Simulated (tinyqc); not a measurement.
Input admittance of a MOSFET at zero drain bias: distributed channel and distributed gate: two steps of the calculation.

Source and drain grounded, strong inversion, w = 2 pi f, Cox = eps0 eox/tox. The channel is an RC line of resistance 1/(mu Cox Vo) per square fed from both ends, so one finger has the intrinsic admittance y = i w Cox L tanh(g)/g per width, g = (1/2) sqrt(i w tau), tau = L^2/(mu Vo). The vertical resistance rv/L is in series with y, the overlaps 2 i w Cov in parallel: y_t = 1/(1/y + rv/L) + 2 i w Cov. The gate strip is a line of Rsh/L per length loaded by y_t, so a finger has Y = y_t Wf tanh(k)/k, k = (Wf/sd) sqrt(y_t Rsh/L); the device has Nf Y.

Inputs (values chosen for the exercise); values of the order met in silicon radio-frequency transistors:
- eox = 3.9 (relative permittivity of the gate insulator (close to silicon dioxide))
- tox = 1.9 nm (insulator thickness)
- L = 0.94 um (channel length)
- Wf = 5.6 um (finger width)
- Nf = 16 (number of fingers)
- mu = 170 cm^2/(V s) (channel mobility)
- Vo = 0.69 V (gate overdrive)
- Rsh = 3.5 ohm/square (sheet resistance of the gate)
- rv = 1.5 ohm um^2 (vertical resistivity of the gate stack)
- sd = 1 (number of ends at which a finger is contacted)
- Cov = 0.21 fF/um (overlap and fringe capacitance on each side)
- f = 0.98 GHz (frequency)

Constants: eps0 = 8.8541878128e-14 F/cm where lengths are in cm. Results are converted to the units shown.

Task 1. Low-frequency resistances and capacitance. Low-frequency limits, with c = Cox L and ct = c + 2 Cov: R_strip = Rsh Wf/(3 sd^2 L Nf), R_ch = (c/ct)^2 L/(12 mu Cox Vo Wf Nf), R_vert = (c/ct)^2 rv/(L Wf Nf), C = ct Wf Nf.

Wanted: parts; sum; C; 1/(2 pi R C).

Result 1.

parts (ohm): strip 0.4344, channel 3.906, vertical 0.01697
sum = 4.358 ohm
C = 1568 fF
1/(2 pi R C) = 23.29 GHz

The channel term is the largest, 89.6 % of the sum.

Task 2. Input impedance of the device. k and Y as defined; Z = 1/(Nf Y) = R + 1/(i w C); Q = |Im Z|/R; signal at the point farthest from a contact |1/cosh k|.

y_t = 4.07482+107.59123i uS/um

Find: k; Nf Y; R; C; Q; signal at the far point.

Result 2.

k = 0.080771+0.077770i
Nf Y = 0.4054+9.6369i mS
R = 4.3574 ohm
C = 1567.8 fF
Q = 23.772
signal at the far point = 0.99975

tinyqc, about 0.01 s, one thread, Intel Xeon 2.30GHz (shared host): `OMP_NUM_THREADS=1 python tinyqc.py 2262183 2262184 out.jsonl`
